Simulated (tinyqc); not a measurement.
Worked calculation: Hubbard chain of 2 sites. One step of it, computed by the program tinyqc.

Question. The many-body Hamiltonian. Basis: all placements (u, d, 2, 0 on each site), up operators ordered before down ones; hops carry the sign of the same-spin electrons passed.

one-body matrix (hopping and site energies) (eV):
```
           1          2
1   0.000000  -1.890000
2  -1.890000   0.000000
```

U = 10.000000 eV

electrons, up and down: 1  1

Give: H.

Answer.

H (eV), lower triangle:
```
        20      ud      du      02
20  10.000
ud  -1.890   0.000
du  -1.890   0.000   0.000
02   0.000  -1.890  -1.890  10.000
```
